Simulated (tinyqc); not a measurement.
Inside a calculation. Method: coupled-perturbed Hartree-Fock on RHF in the sto-3g basis, for H2, spin multiplicity 1. One step of it, computed by the program tinyqc.

Task: Iteration 2 (converged): orbitals. Diagonalise F' = X^T F X, C = X C', fill 1 alpha and 1 beta electrons from the bottom; D = 2 C_occ C_occ^T. Each column has its largest component positive (the first on a tie).

converged F (hartree):
```
           1H 1s      2H 1s
1H 1s  -0.263768  -0.496376
2H 1s  -0.496376  -0.263768
```

X:
```
           1H 1s      2H 1s
1H 1s   1.129342  -0.319134
2H 1s  -0.319134   1.129342
```

Give: F' = X^T F X; orbital energies; coefficients C; D after iteration 2.

Result:

F' = X^T F X (hartree):
```
         1        2
1  -0.0055  -0.4935
2  -0.4935  -0.0055
```

orbital energies (hartree): MO1 -0.4990, MO2 0.4880

coefficients C:
```
          MO1      MO2
1H 1s  0.5729   1.0242
2H 1s  0.5729  -1.0242
```

D after iteration 2:
```
        1H 1s   2H 1s
1H 1s  0.6564  0.6564
2H 1s  0.6564  0.6564
```
